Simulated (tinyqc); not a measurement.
Worked calculation: CISD on RHF in the sto-3g basis, for B+, spin multiplicity 1. Computed by tinyqc, a small Python program that keeps every step (integrals from PySCF). Settings: charge = 1, multiplicity = 1, basis = sto-3g, method = RHF, energy threshold = 1e-10, iteration cap = 90, orthogonalisation = canonical, start = core, DIIS depth = 6, ci = CISD. Command: `OMP_NUM_THREADS=1 python tinyqc.py 28169 28170 out.jsonl` (the two numbers bound the seeds that draw the settings). One thread of a shared host (Intel(R) Xeon(R) Processor @ 2.60GHz), about 0.09 s of CPU time with the checks. Later iterations appear only in the table of the cycle.

## One-electron integrals

Geometry (angstrom):

| atom | x | y | z |
|---|---|---|---|
| B | 0.000000 | 0.000000 | 0.000000 |

Basis sto-3g: exponents (1/bohr^2) and contraction coefficients of normalised primitives:

| element | l (shell) | exponent | coefficient |
|---|---|---|---|
| B | s (1) | 48.791113 | 0.154329 |
| B | s (1) | 8.887362 | 0.535328 |
| B | s (1) | 2.405267 | 0.444635 |
| B | s (2) | 2.236956 | -0.099967 |
| B | s (2) | 0.519821 | 0.399513 |
| B | s (2) | 0.169062 | 0.700115 |
| B | p (3) | 2.236956 | 0.155916 |
| B | p (3) | 0.519821 | 0.607684 |
| B | p (3) | 0.169062 | 0.391957 |

Overlap, kinetic and nuclear-attraction integrals over the contracted functions; the nuclear repulsion is the sum of Za Zb / Rab.

nuclear repulsion = 0 hartree

overlap S:
```
           1B 1s     1B 2s    1B 2px    1B 2py    1B 2pz
1B 1s   1.000000  0.269328  0.000000  0.000000  0.000000
1B 2s   0.269328  1.000000  0.000000  0.000000  0.000000
1B 2px  0.000000  0.000000  1.000000  0.000000  0.000000
1B 2py  0.000000  0.000000  0.000000  1.000000  0.000000
1B 2pz  0.000000  0.000000  0.000000  0.000000  1.000000
```

kinetic energy T (hartree):
```
            1B 1s      1B 2s    1B 2px    1B 2py    1B 2pz
1B 1s   10.826302  -0.047967  0.000000  0.000000  0.000000
1B 2s   -0.047967   0.359168  0.000000  0.000000  0.000000
1B 2px   0.000000   0.000000  1.123881  0.000000  0.000000
1B 2py   0.000000   0.000000  0.000000  1.123881  0.000000
1B 2pz   0.000000   0.000000  0.000000  0.000000  1.123881
```

nuclear attraction V (hartree):
```
             1B 1s      1B 2s     1B 2px     1B 2py     1B 2pz
1B 1s   -23.147388  -3.139362   0.000000   0.000000   0.000000
1B 2s    -3.139362  -3.771633   0.000000   0.000000   0.000000
1B 2px    0.000000   0.000000  -3.741440   0.000000   0.000000
1B 2py    0.000000   0.000000   0.000000  -3.741440   0.000000
1B 2pz    0.000000   0.000000   0.000000   0.000000  -3.741440
```

core Hamiltonian H = T + V (hartree):
```
             1B 1s      1B 2s     1B 2px     1B 2py     1B 2pz
1B 1s   -12.321086  -3.187330   0.000000   0.000000   0.000000
1B 2s    -3.187330  -3.412465   0.000000   0.000000   0.000000
1B 2px    0.000000   0.000000  -2.617559   0.000000   0.000000
1B 2py    0.000000   0.000000   0.000000  -2.617559   0.000000
1B 2pz    0.000000   0.000000   0.000000   0.000000  -2.617559
```

## Two-electron integrals

Functions are numbered as in S; the eight-fold symmetry (ij|kl) = (ji|kl) = (kl|ij) leaves the list below.

Two-electron integrals (ij|kl) in chemists' order, unique and non-zero (hartree):
```
(11|11) 2.923513   (21|11) 0.518376   (21|21) 0.109262   (22|11) 0.744229
(22|21) 0.193177   (22|22) 0.544804   (31|31) 0.020264   (32|31) 0.029996
(32|32) 0.120346   (33|11) 0.742491   (33|21) 0.193240   (33|22) 0.544682
(33|33) 0.586773   (41|41) 0.020264   (42|41) 0.029996   (42|42) 0.120346
(43|43) 0.031630   (44|11) 0.742491   (44|21) 0.193240   (44|22) 0.544682
(44|33) 0.523513   (44|44) 0.586773   (51|51) 0.020264   (52|51) 0.029996
(52|52) 0.120346   (53|53) 0.031630   (54|54) 0.031630   (55|11) 0.742491
(55|21) 0.193240   (55|22) 0.544682   (55|33) 0.523513   (55|44) 0.523513
(55|55) 0.586773
```

## Orthogonalisation

S = U s U^T; canonical form X = U s^(-1/2), so that X^T S X = 1. Each column of U has its largest component positive (the first on a tie).

eigenvalues of S: 0.730672  1.000000  1.000000  1.000000  1.269328

X:
```
                1         2         3         4         5
1B 1s    0.827225  0.000000  0.000000  0.000000  0.627622
1B 2s   -0.827225  0.000000  0.000000  0.000000  0.627622
1B 2px   0.000000  1.000000  0.000000  0.000000  0.000000
1B 2py   0.000000  0.000000  1.000000  0.000000  0.000000
1B 2pz   0.000000  0.000000  0.000000  1.000000  0.000000
```

Within a degenerate level the vectors are fixed only up to a rotation; this is one choice.

## Starting guess

The start is the orbitals of the core Hamiltonian; D = 2 C_occ C_occ^T.

D at the start:
```
            1B 1s      1B 2s    1B 2px    1B 2py    1B 2pz
1B 1s    2.156421  -0.580784  0.000000  0.000000  0.000000
1B 2s   -0.580784   2.156421  0.000000  0.000000  0.000000
1B 2px   0.000000   0.000000  0.000000  0.000000  0.000000
1B 2py   0.000000   0.000000  0.000000  0.000000  0.000000
1B 2pz   0.000000   0.000000  0.000000  0.000000  0.000000
```

## Iteration 1: building the Fock matrix

J_ij = sum D_kl (ij|kl), K_ij = sum D_kl (ik|jl); F = H + J - 0.5 K; E = tr D H + tr D J / 2 - 0.25 tr D K + E_nn.

Coulomb J (hartree):
```
           1B 1s     1B 2s    1B 2px    1B 2py    1B 2pz
1B 1s   7.307068  1.407494  0.000000  0.000000  0.000000
1B 2s   1.407494  2.555311  0.000000  0.000000  0.000000
1B 2px  0.000000  0.000000  2.551226  0.000000  0.000000
1B 2py  0.000000  0.000000  0.000000  2.551226  0.000000
1B 2pz  0.000000  0.000000  0.000000  0.000000  2.551226
```

exchange K (hartree):
```
           1B 1s     1B 2s    1B 2px    1B 2py    1B 2pz
1B 1s   5.937811  1.038715  0.000000  0.000000  0.000000
1B 2s   1.038715  1.186053  0.000000  0.000000  0.000000
1B 2px  0.000000  0.000000  0.268370  0.000000  0.000000
1B 2py  0.000000  0.000000  0.000000  0.268370  0.000000
1B 2pz  0.000000  0.000000  0.000000  0.000000  0.268370
```

Fock matrix F (hartree):
```
            1B 1s      1B 2s     1B 2px     1B 2py     1B 2pz
1B 1s   -7.982923  -2.299193   0.000000   0.000000   0.000000
1B 2s   -2.299193  -1.450181   0.000000   0.000000   0.000000
1B 2px   0.000000   0.000000  -0.200518   0.000000   0.000000
1B 2py   0.000000   0.000000   0.000000  -0.200518   0.000000
1B 2pz   0.000000   0.000000   0.000000   0.000000  -0.200518
```

total energy of this density = -23.94847037 hartree

## Iteration 1: diagonalisation and new density

Diagonalise F' = X^T F X, C = X C', fill 2 alpha and 2 beta electrons from the bottom; D = 2 C_occ C_occ^T. Each column has its largest component positive (the first on a tie).

F' = X^T F X (hartree):
```
           1          2          3          4          5
1  -3.308405   0.000000   0.000000   0.000000  -3.391699
2   0.000000  -0.200518   0.000000   0.000000   0.000000
3   0.000000   0.000000  -0.200518   0.000000   0.000000
4   0.000000   0.000000   0.000000  -0.200518   0.000000
5  -3.391699   0.000000   0.000000   0.000000  -5.527134
```

orbital energies (hartree): MO1 -7.986287, MO2 -0.849252, MO3 -0.200518, MO4 -0.200518, MO5 -0.200518

coefficients C:
```
             MO1        MO2       MO3       MO4       MO5
1B 1s   0.993693  -0.301304  0.000000  0.000000  0.000000
1B 2s   0.022541   1.038125  0.000000  0.000000  0.000000
1B 2px  0.000000   0.000000  0.000000  0.000000  1.000000
1B 2py  0.000000   0.000000  0.000000  1.000000  0.000000
1B 2pz  0.000000   0.000000  1.000000  0.000000  0.000000
```

D after iteration 1:
```
            1B 1s      1B 2s    1B 2px    1B 2py    1B 2pz
1B 1s    2.156421  -0.580784  0.000000  0.000000  0.000000
1B 2s   -0.580784   2.156421  0.000000  0.000000  0.000000
1B 2px   0.000000   0.000000  0.000000  0.000000  0.000000
1B 2py   0.000000   0.000000  0.000000  0.000000  0.000000
1B 2pz   0.000000   0.000000  0.000000  0.000000  0.000000
```

Within a degenerate level the vectors are fixed only up to a rotation; this is one choice.

## Iteration 2 (converged): orbitals

converged F (hartree):
```
            1B 1s      1B 2s     1B 2px     1B 2py     1B 2pz
1B 1s   -7.982923  -2.299193   0.000000   0.000000   0.000000
1B 2s   -2.299193  -1.450181   0.000000   0.000000   0.000000
1B 2px   0.000000   0.000000  -0.200518   0.000000   0.000000
1B 2py   0.000000   0.000000   0.000000  -0.200518   0.000000
1B 2pz   0.000000   0.000000   0.000000   0.000000  -0.200518
```

As before.

F' = X^T F X (hartree):
```
           1          2          3          4          5
1  -3.308405   0.000000   0.000000   0.000000  -3.391699
2   0.000000  -0.200518   0.000000   0.000000   0.000000
3   0.000000   0.000000  -0.200518   0.000000   0.000000
4   0.000000   0.000000   0.000000  -0.200518   0.000000
5  -3.391699   0.000000   0.000000   0.000000  -5.527134
```

orbital energies (hartree): MO1 -7.986287, MO2 -0.849252, MO3 -0.200518, MO4 -0.200518, MO5 -0.200518

coefficients C:
```
             MO1        MO2       MO3        MO4        MO5
1B 1s   0.993693  -0.301304  0.000000   0.000000   0.000000
1B 2s   0.022541   1.038125  0.000000   0.000000   0.000000
1B 2px  0.000000   0.000000  0.997805   0.030360  -0.058848
1B 2py  0.000000   0.000000  0.066218  -0.457485   0.886748
1B 2pz  0.000000   0.000000  0.000000   0.888699   0.458491
```

D after iteration 2:
```
            1B 1s      1B 2s    1B 2px    1B 2py    1B 2pz
1B 1s    2.156421  -0.580784  0.000000  0.000000  0.000000
1B 2s   -0.580784   2.156421  0.000000  0.000000  0.000000
1B 2px   0.000000   0.000000  0.000000  0.000000  0.000000
1B 2py   0.000000   0.000000  0.000000  0.000000  0.000000
1B 2pz   0.000000   0.000000  0.000000  0.000000  0.000000
```

Within a degenerate level the vectors are fixed only up to a rotation; this is one choice.

## Convergence

Stop when the energy changes by less than 1e-10 hartree and every element of the error matrix X^T (F D S - S D F) X is below 3e-06.

Course of the cycle:

| iteration | E (hartree) | change | largest element of the error matrix |
|---|---|---|---|
| 1 | -23.94847037 | - | 4.84e-15 |
| 2 | -23.94847037 | -1.07e-14 | 1.17e-15 |

PySCF RHF in the same basis = -23.94847037 hartree

Converged in 2 iterations.

## Populations

Mulliken: Z minus the diagonal of D S on the atom; Loewdin: the same with S^(1/2) D S^(1/2).

Charges (e):

| atom | Mulliken | Loewdin |
|---|---|---|
| 1B | 1.000000 | 1.000000 |

## Integrals over molecular orbitals

(pq|rs) = sum C_ip C_jq C_kr C_ls (ij|kl), one index at a time.

one-electron integrals over orbitals h = C^T H C (hartree):
```
            1          2          3          4          5
1  -12.310688   0.342793   0.000000   0.000000   0.000000
2    0.342793  -2.802244   0.000000   0.000000   0.000000
3    0.000000   0.000000  -2.617559   0.000000   0.000000
4    0.000000   0.000000   0.000000  -2.617559   0.000000
5    0.000000   0.000000   0.000000   0.000000  -2.617559
```

Two-electron integrals over orbitals (pq|rs), unique and non-zero (hartree):
```
(11|11) 2.897294    (21|11) -0.324303   (21|21) 0.057850    (22|11) 0.742479
(22|21) -0.018490   (22|22) 0.525885    (31|31) 0.021414    (32|31) 0.027489
(32|32) 0.112771    (33|11) 0.742089    (33|21) -0.011529   (33|22) 0.533524
(33|33) 0.586773    (41|41) 0.021414    (42|41) 0.027489    (42|42) 0.112771
(43|43) 0.031630    (44|11) 0.742089    (44|21) -0.011529   (44|22) 0.533524
(44|33) 0.523513    (44|44) 0.586773    (51|51) 0.021414    (52|51) 0.027489
(52|52) 0.112771    (53|53) 0.031630    (54|54) 0.031630    (55|11) 0.742089
(55|21) -0.011529   (55|22) 0.533524    (55|33) 0.523513    (55|44) 0.523513
(55|55) 0.586773
```

## CISD: determinants and Hamiltonian

Hartree-Fock energy = -23.94847037 hartree

Slater-Condon rules over spin orbitals, with the nuclear repulsion added and E(HF) subtracted on the diagonal. Only determinants linked to the reference directly or through others are kept (one block of an abelian symmetry group), so some states are absent.

Occupation strings over the orbitals (2 doubly, a alpha, b beta, 0 empty; spin orbitals ordered 1a 1b 2a 2b ...): 22000 20200 ab200 20020 ab020 20002 ab002 ba200 02200 ba020 02020 ba002 02002

H - E(HF) between determinants (hartree):
```
           22000      20200      ab200      20020      ab020      20002      ab002      ba200
22000   0.000000   0.112771  -0.027489   0.112771  -0.027489   0.112771  -0.027489   0.027489
20200   0.112771   0.501572  -0.032057   0.031630   0.000000   0.031630   0.000000   0.032057
ab200  -0.027489  -0.032057   7.346713   0.000000   0.031630   0.000000   0.031630  -0.057850
20020   0.112771   0.031630   0.000000   0.501572  -0.032057   0.031630   0.000000   0.000000
ab020  -0.027489   0.000000   0.031630  -0.032057   7.346713   0.000000   0.031630   0.000000
20002   0.112771   0.031630   0.000000   0.031630   0.000000   0.501572  -0.032057   0.000000
ab002  -0.027489   0.000000   0.031630   0.000000   0.031630  -0.032057   7.346713   0.000000
ba200   0.027489   0.032057  -0.057850   0.000000   0.000000   0.000000   0.000000   7.346713
02200   0.021414   0.057850   0.273756   0.000000   0.000000   0.000000   0.000000  -0.273756
ba020   0.027489   0.000000   0.000000   0.032057  -0.057850   0.000000   0.000000   0.031630
02020   0.021414   0.000000   0.000000   0.057850   0.273756   0.000000   0.000000   0.000000
ba002   0.027489   0.000000   0.000000   0.000000   0.000000   0.032057  -0.057850   0.031630
02002   0.021414   0.000000   0.000000   0.000000   0.000000   0.057850   0.273756   0.000000

           02200      ba020      02020      ba002      02002
22000   0.021414   0.027489   0.021414   0.027489   0.021414
20200   0.057850   0.000000   0.000000   0.000000   0.000000
ab200   0.273756   0.000000   0.000000   0.000000   0.000000
20020   0.000000   0.032057   0.057850   0.000000   0.000000
ab020   0.000000  -0.057850   0.273756   0.000000   0.000000
20002   0.000000   0.000000   0.000000   0.032057   0.057850
ab002   0.000000   0.000000   0.000000  -0.057850   0.273756
ba200  -0.273756   0.031630   0.000000   0.031630   0.000000
02200  16.130074   0.000000   0.031630   0.000000   0.031630
ba020   0.000000   7.346713  -0.273756   0.031630   0.000000
02020   0.031630  -0.273756  16.130074   0.000000   0.031630
ba002   0.000000   0.031630   0.000000   7.346713  -0.273756
02002   0.031630   0.000000   0.031630  -0.273756  16.130074
```

## CISD: roots

Diagonalise (each vector has its largest component positive (the first on a tie)); all determinants have Ms = 0, so triplets appear too. The lowest singlet root is the correlation energy. The Davidson correction is (1 - c0^2) E_corr, c0 the coefficient of the reference.

lowest roots of this matrix, relative to E(HF) (hartree): -0.061335  0.469411  0.469411  0.624898  7.257233  7.257233  7.352122  7.356122

lowest vectors:
```
          root 1     root 2     root 3     root 4
22000   0.954783   0.000000   0.000000   0.297146
20200  -0.171601   0.734340  -0.356890   0.551239
ab200   0.002782   0.003523  -0.001712   0.003880
20020  -0.171601  -0.058094   0.814402   0.551239
ab020   0.002782  -0.000279   0.003907   0.003880
20002  -0.171601  -0.676246  -0.457512   0.551239
ab002   0.002782  -0.003244  -0.002195   0.003880
ba200  -0.002782  -0.003523   0.001712  -0.003880
02200  -0.000741  -0.002842   0.001381  -0.002593
ba020  -0.002782   0.000279  -0.003907  -0.003880
02020  -0.000741   0.000225  -0.003151  -0.002593
ba002  -0.002782   0.003244   0.002195  -0.003880
02002  -0.000741   0.002617   0.001770  -0.002593
```

<S^2> of these roots: 0.000000  0.000000  0.000000  0.000000  2.000000  2.000000  2.000000  0.000000

weight of the ground state by excitation level 0, 1, 2, ...: 0.911611  0.000000  0.088389

Davidson correction = -0.00542135 hartree

Within a degenerate level the vectors are fixed only up to a rotation; this is one choice.
